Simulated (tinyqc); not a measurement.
From results back to parameters: eight-band Kane k.p model. Three cases, with inputs chosen for the exercise.

Problem. In the Kane model 1/m = A_r + Ep (Eg + 2 Dso/3)/(Eg (Eg + Dso)) and the Roth formula gives g* = 2 - 2 Ep Dso/(3 Eg (Eg + Dso)). The mass and the g factor below were computed from hidden Ep and Dso.

Case 1.

Values chosen (out of a larger set: near those of Ge; not measured data): Eg = 0.89 eV (gap at Gamma to the s-like level); A_r = 1 (remote-band term in 1/m).

m = 0.0358042 m0
g* = -2.79229

Case 2.

Values chosen (out of a larger set: near those of InAs; not measured data): Eg = 0.415 eV (gap at Gamma to the s-like level); A_r = 1 (remote-band term in 1/m).

m = 0.0225241 m0
g* = -14.82081

Case 3.

Values chosen (out of a larger set: near those of GaAs; not measured data): Eg = 1.481 eV (gap at Gamma to the s-like level); A_r = 1 (remote-band term in 1/m).

m = 0.0586329 m0
g* = -0.19063

Find: X; Y; Ep; Dso.

Solution. Let X = 1/m - A_r and Y = (2 - g*)/2. Then X + Y = Ep/Eg and X - 2 Y = Ep/(Eg + Dso).

Case 1.

X = 26.930
Y = 2.396
Ep = 26.10 eV
Dso = 0.289 eV

Case 2.

X = 43.397
Y = 8.410
Ep = 21.50 eV
Dso = 0.394 eV

Case 3.

X = 16.055
Y = 1.095
Ep = 25.40 eV
Dso = 0.351 eV

Computed by tinyqc, one run a case: `OMP_NUM_THREADS=1 python tinyqc.py N N+1 out.jsonl` with N = 1050201, 1050202, 1050213; one thread of a shared Intel(R) Xeon(R) Processor @ 2.30GHz, about 0.08 s a run at most.
